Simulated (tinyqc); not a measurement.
## On-chip interconnect, size-dependent resistivity and RC delay: delay against the liner thickness

A rectangular line between two neighbours and two ground planes. Surface and grain-boundary scattering are added to the bulk resistivity as corrections; capacitances are parallel-plate values without fringing; inductance is ignored.

Metal width x = wd - 2 tl, height y = AR wd - tl; grain boundaries (Mayadas-Shatzkes): al = (lam/(gr x)) Rg/(1 - Rg), g = 1/[1 - 3 al/2 + 3 al^2 - 3 al^3 ln(1 + 1/al)] - 1; surfaces (Fuchs-Sondheimer, thick limit): s = (3/8) lam (1 - ps)(1/x + 1/y); rho = rho0 (1 + g + s); r = rho/(x y); c = eps0 ek (2 wd/hd + 2 Mf AR wd/sp). Elmore delay tE = Rd (c Lw + Cl) + r Lw (c Lw/2 + Cl); t50 is the time at which the far end of a ladder of 30 pi sections (half capacitances at both ends, Cl at the far end, a step applied through Rd) reaches half the step; line share r Lw/(Rd + r Lw); estimate 0.69 Rd (c Lw + Cl) + 0.38 r c Lw^2 + 0.69 r Lw Cl.

Inputs (values chosen for the exercise); metal values close to those of copper: bulk resistivity rho0 = 1.63 uohm cm; bulk mean free path lam = 40.6 nm; specular share of surface scattering ps = 0; reflection coefficient of grain boundaries Rg = 0.52; grain size over the metal width gr = 1; drawn line width wd = 100 nm; aspect ratio, height over width AR = 1.5; space to the neighbouring lines sp = 100 nm; dielectric height to the planes above and below hd = 200 nm; relative permittivity of the dielectric ek = 2.5; Miller factor of the neighbours Mf = 1; line length Lw = 23 um; driver resistance Rd = 1300 ohm; load capacitance Cl = 0.75 fF.

Constants: eps0 = 8.8541878128e-12 F/m. Results are converted to the units shown.

The same in every row: c (fF/um) = 0.08854.

Delay against the liner thickness:
```
tl (nm)  rho (uohm cm)  r (ohm/um)  tE (ps)  t50 (ps)  estimate (ps)  line share of the resistance (%)
0                3.052       2.034    3.705     2.576          2.560                             3.474
0.6              3.067       2.078    3.707     2.577          2.561                             3.546
1.1              3.080       2.115    3.708     2.578          2.562                             3.608
1.7              3.097       2.162    3.710     2.580          2.564                             3.684
2.3              3.113       2.210    3.712     2.581          2.565                             3.762
2.9              3.131       2.259    3.714     2.583          2.567                             3.843
3.4              3.145       2.302    3.716     2.584          2.568                             3.913
4                3.163       2.355    3.718     2.586          2.569                             4.000
```

What does the comparison show?

As tl goes from 0 to 4, r rises from 2.03 to 2.35 ohm/um, c stays at 0.0885 fF/um and t50 stays near 2.58 ps. t50/tE stays at 0.695, and the estimate is within 0.64 % of t50.

Numbers from tinyqc (`OMP_NUM_THREADS=1 python tinyqc.py 2100032 2100033 out.jsonl`; about 0.01 s on one thread of a shared Intel Xeon 2.30GHz).
